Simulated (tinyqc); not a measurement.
Inside a calculation. Method: UHF in the sto-6g basis, for H4+, spin multiplicity 2. This run ends on a higher stationary point, not on the lowest solution. One step of it, computed by the program tinyqc.

Task: Orthogonalisation. S = U s U^T; symmetric (Loewdin) form X = U s^(-1/2) U^T, so that X^T S X = 1.

overlap S, order 1H 1s, 2H 1s, 3H 1s, 4H 1s:
```
[[1.000000, 0.266197, 0.141856, 0.061915],
 [0.266197, 1.000000, 0.061915, 0.141856],
 [0.141856, 0.061915, 1.000000, 0.266197],
 [0.061915, 0.141856, 0.266197, 1.000000]]
```

Give: eigenvalues of S; X.

Result:

eigenvalues of S: [0.654, 0.814, 1.062, 1.470]

X, order 1H 1s, 2H 1s, 3H 1s, 4H 1s:
```
[[1.035, -0.138, -0.068, -0.004],
 [-0.138, 1.035, -0.004, -0.068],
 [-0.068, -0.004, 1.035, -0.138],
 [-0.004, -0.068, -0.138, 1.035]]
```
